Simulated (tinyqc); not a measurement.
Inside a calculation. Model: MOSFET in saturation, small-signal circuit and noise.

Program tinyqc, `OMP_NUM_THREADS=1 python tinyqc.py 2150153 2150154 out.jsonl`; Intel Xeon 2.30GHz, shared host, one thread, about 0.01 s. Printed values are rounded.

Bias by the inversion coefficient IC = I/Ispec (charge-based model with velocity saturation; weak inversion below 0.1, strong above 10). Common-source circuit: gm, gds, Cgs, Cgd and Cj at the inner nodes, Rg in series with the gate; quasi-static, no source or drain resistance, no gate-body capacitance, no substrate network, no induced gate noise, so fmax is an upper estimate.

Parameters, values chosen for the exercise:
```
symbol,value,unit,meaning
T,350,K,temperature
L,350,nm,gate length
W,40,um,total gate width
Cox,2.06,uF/cm^2,gate capacitance
mu,170,cm^2/(V s),mobility
n,1.29,,slope factor
Ls,25,nm,velocity-saturation length
sg,0.012,,ratio gds/gm
Cov,0.33,fF/um,overlap and fringe capacitance per side
Cj,0.56,fF/um,drain junction capacitance
Rsh,8,ohm,sheet resistance of the gate
Wf,1,um,finger width
Rc,200,ohm um,gate contact and vertical resistance
IC,0.81,,inversion coefficient
gw,0.13,,short-channel excess of the noise factor
Nt,3.8e17,cm^-3 eV^-1,oxide trap density
lt,0.1,nm,tunnelling length into the oxide
ac,1000,V s/C,Coulomb scattering coefficient
f,0.4,GHz,signal frequency
```

Constants: q = 1.602176634e-19 C, kB = 1.380649e-23 J/K, Vt = kB T/q. Results are converted to the units shown.

Range of the model: fmax exceeds 4 fT, where channel resistance and substrate losses, left out here, would cap it.

## Current, transconductance and gain

Ispec = 2 n mu Cox (W/L) Vt^2, lc = Ls/L, gms = [sqrt((lc IC + 1)^2 + 4 IC) - 1]/[2 + lc (lc IC + 1)], gm = gms Ispec/(n Vt), gds = sg gm.

Ispec = 93.9312 uA
I = 76.0842 uA
gms = 0.524117
gm = 1.26534 mS
gds = 0.0151841 mS
gm/I = 16.6308 1/V

gm/I is 64.7 % of its weak-inversion limit 1/(n Vt); without velocity saturation (lc = 0) gms would be 0.530.

## Capacitances, gate resistance and cut-off frequencies

qs = [sqrt(1 + 4 IC) - 1]/2, Cgs = Cox W L qs (2 qs + 3)/(3 (qs + 1)^2) + Cov W, Cgd = Cov W, Cd = Cj W, Rg = Rsh (Wf/L)/(12 Nf) + Rc/W with Nf = W/Wf fingers (not rounded) contacted at both ends. fT = gm/(2 pi (Cgs + Cgd)), fmax = fT/(2 sqrt(Rg (gds + 2 pi fT Cgd))).

Cgs = 101.526 fF
Cgd = 13.2 fF
Cd = 22.4 fF
Rg = 5.04762 ohm
fT = 1.75535 GHz
fmax = 30.8098 GHz

Overlap and fringe make up 23.0 % of the gate capacitance; fmax is 17.6 times fT.

## Admittance matrix

Inner admittances at w = 2 pi f: y11 = i w (Cgs + Cgd), y12 = -i w Cgd, y21 = gm - i w Cgd, y22 = gds + i w (Cgd + Cd). Invert to Z, add Rg to Z11 and invert back to Y.

inner y (mS):

|  | 1 | 2 |
|---|---|---|
| 1 | 0.00000+0.28834i | 0.00000-0.03318i |
| 2 | 1.26534-0.03318i | 0.01518+0.08947i |

Y with Rg (mS):

|  | 1 | 2 |
|---|---|---|
| 1 | 0.00042+0.28834i | -0.00005-0.03318i |
| 2 | 1.26529-0.03502i | 0.01519+0.08968i |

## Current gain and unilateral power gain

|h21| = |Y21/Y11|; U = |Y21 - Y12|^2/(4 [Re Y11 Re Y22 - Re Y12 Re Y21]). Extrapolated at 20 dB a decade: f |h21| and f sqrt(U).

|h21| = 4.38989
U = 5932.79
f |h21| = 1.75596 GHz
f sqrt(U) = 30.8098 GHz

f |h21| is 0.034 % above the formula for fT, and f sqrt(U) within 0.01 % of that for fmax.

## Noise at the gate

Channel noise Sid = 4 kB T gam n gm with gam = (1/2 + (2/3) qs)/(1 + qs) + gw lc IC, qs = [sqrt(1 + 4 IC) - 1]/2, lc = Ls/L (the last term an empirical rise with velocity saturation); at the gate, white noise Sw = Sid/gm^2 + 4 kB T Rg. Number fluctuation with correlated mobility: S(f) = K/f, K = q^2 Vt lt Nt/(W L Cox^2) (1 + ac mu Cox I/gm)^2, Vt in eV with Nt per eV. Corner fc = K/Sw. Full shot noise would be 2 q I.

gam = 0.565225
Sid = 1.78332e-23 A^2/Hz
Sid/(2 q I) = 0.731466
sqrt(Sw) = 3.35198 nV/Hz^0.5
K = 5.16277e-12 V^2
fc = 0.459495 MHz

The gate resistance gives 0.87 % of the white noise power.
